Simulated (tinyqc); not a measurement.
What each parameter does: metal-induced gap states at the contact of a metal chain and a two-band chain.

The semiconductor alternates sites A at -Eg/2 and C at +Eg/2 with hopping -t; the gap runs from -Eg/2 to Eg/2. In the gap cosh(q a) = 1 + (Eg^2/4 - E^2)/(2 t^2) and the amplitude changes by -exp(-q a) a period. The metal has site energy 0 and hopping -tm; its end site has g_m = (E - i sqrt(4 tm^2 - E^2))/(2 tm^2). Sites 1, 2, ... count into the semiconductor, with energies e1, e2 alternating. The clean half chain has g1 = 1/(E - e1 - t^2 g2), g2 = 1/(E - e2 - t^2 g1), decaying root. With the contact G11 = 1/(1/g1 - tc^2 g_m), and the density on site j is -Im G_jj/pi = |psi_j/psi_1|^2 (-Im G11/pi), per spin, with psi_2/psi_1 = -t g2, psi_3/psi_2 = -t g1.

Constants: e^2/(4 pi eps0) = 14.39964547 eV angstrom.

Values chosen for the exercise (gap and optical dielectric constant near those of GaAs; the chain itself is a model; not measured data):

| symbol | value | unit | meaning |
|---|---|---|---|
| Eg | 1.35 | eV | gap |
| t | 2.71 | eV | hopping in the semiconductor |
| tm | 2.32 | eV | hopping in the metal |
| tc | 1.82 | eV | hopping across the contact |
| end | A |  | site that touches the metal |
| a | 4 | angstrom | period (two sites); one chain for each area a^2 |
| eps | 10.8 |  | dielectric constant |
| E | -0.11 | eV | energy from mid-gap |

xi = 1/(2q), summed density, and S = 1/(1 + 4 pi e^2 N xi/eps), N = 2 (summed density)/a^2. Each row changes one parameter from the base and keeps the others.

Results:

| case | xi (angstrom) | summed density (1/eV) | S |
|---|---|---|---|
| base | 8.159 | 0.20435 | 0.2226 |
| Eg = 1.485 eV | 7.404 | 0.18218 | 0.2615 |
| t = 2.981 eV | 8.971 | 0.19468 | 0.2147 |
| tm = 2.552 eV | 8.159 | 0.19410 | 0.2317 |
| tc = 2.002 eV | 8.159 | 0.22284 | 0.2080 |
| eps = 11.88 | 8.159 | 0.20435 | 0.2396 |
| end = C | 8.159 | 0.16499 | 0.2618 |

The largest shifts from the base row, up to three for each result and ties (the steps differ in size, so this ranks the rows, not the parameters). xi (angstrom): t +0.812, Eg -0.755; unchanged at the printed digits by tm, tc, eps and end. summed density (1/eV): end -0.03936, Eg -0.02217, tc +0.01849; unchanged at the printed digits by eps. S: end +0.0392, Eg +0.0388, eps +0.0169. The decay length belongs to the semiconductor alone; the metal and the contact set only the amplitude.

tinyqc: `OMP_NUM_THREADS=1 python tinyqc.py 1481501 1481502 out.jsonl`; about 0.01 s, one thread, shared Intel(R) Xeon(R) Processor @ 2.30GHz.
